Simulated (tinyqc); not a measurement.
Frequency dispersion of an accumulation capacitance by border traps, distributed model: two steps of the calculation.

Traps spread evenly through the insulator exchange electrons with the semiconductor by tunnelling, with tau(x) = t0 exp(2 ka x) at depth x from the interface. The admittance per area Y seen at depth x obeys dY/dx = -Y^2/(i w eps0 eox) + q Nb ln(1 + i w tau)/tau, with Y(0) = i w Cs and w = 2 pi f; the gate sees Y(tox) = G + i w C. Working variable y = Y/(i w), in uF/cm^2. Cox = eps0 eox/tox.

Parameters, values chosen for the exercise; permittivity close to that of aluminium oxide: relative permittivity of the insulator eox = 8.33; insulator thickness tox = 9.3 nm; semiconductor capacitance in accumulation Cs = 0.91 uF/cm^2; density of border traps Nb = 1.3e20 cm^-3 eV^-1; decay constant of the wave function in the insulator ka = 3.7 1/nm; time constant of a trap at the interface t0 = 2e-10 s; frequency f = 1e5 Hz; depth down to which the steps are taken xe = 1.9 nm.

Constants: q = 1.602176634e-19 C, eps0 = 8.8541878128e-14 F/cm where lengths are in cm. Results are converted to the units shown.

Question 1. Scales and lumped estimate. Cox; trap-free value 1/(1/Cox + 1/Cs); response depth d = ln(1/(w t0))/(2 ka), where w tau = 1; lumped estimate: all traps within d act as C_bt = q Nb d placed at d/2, so C = 1/{1/[1/(1/Cs + d/(2 eps0 eox)) + C_bt] + (tox - d/2)/(eps0 eox)}.

Wanted: Cox; trap-free C; d; C_bt; lumped C.

Answer 1.

Cox = 0.7931 uF/cm^2
trap-free C = 0.4238 uF/cm^2
d = 1.214 nm
C_bt = 2.528 uF/cm^2
lumped C = 0.6780 uF/cm^2

The traps within reach amount to 2.78 Cs and lie in the first 13.1 % of the insulator.

Question 2. Midpoint steps through the active depth. In terms of y: dy/dx = -y^2/(eps0 eox) + s(x), s = q Nb ln(1 + z)/z, z = i w tau. 11 midpoint steps of h = xe/11: y_half = y + (h/2) y'(x, y), y(new) = y + h y'(x + h/2, y_half).

Give: x; s; y.

Answer 2.

| point | x (nm) | s (uF/(cm^2 nm)) | y (uF/cm^2) |
|---|---|---|---|
| 0 | 0 | 2.0828-0.0001i | 0.9100+0.0000i |
| 1 | 0.17273 | 2.0828-0.0005i | 1.2424+0.0000i |
| 2 | 0.34545 | 2.0828-0.0017i | 1.5560-0.0002i |
| 3 | 0.51818 | 2.0828-0.0061i | 1.8475-0.0007i |
| 4 | 0.69091 | 2.0825-0.0217i | 2.1147-0.0026i |
| 5 | 0.86364 | 2.0789-0.0778i | 2.3566-0.0092i |
| 6 | 1.0364 | 2.0346-0.2705i | 2.5710-0.0327i |
| 7 | 1.2091 | 1.6562-0.7106i | 2.7369-0.1075i |
| 8 | 1.3818 | 0.7748-0.7709i | 2.7653-0.2308i |
| 9 | 1.5545 | 0.2494-0.4224i | 2.6687-0.2982i |
| 10 | 1.7273 | 0.0722-0.1771i | 2.5351-0.3078i |
| 11 | 1.9000 | 0.0203-0.0659i | 2.4013-0.2915i |

Program tinyqc, `OMP_NUM_THREADS=1 python tinyqc.py 2202024 2202025 out.jsonl`; Intel Xeon 2.30GHz, shared host, one thread, about 0.7 s.
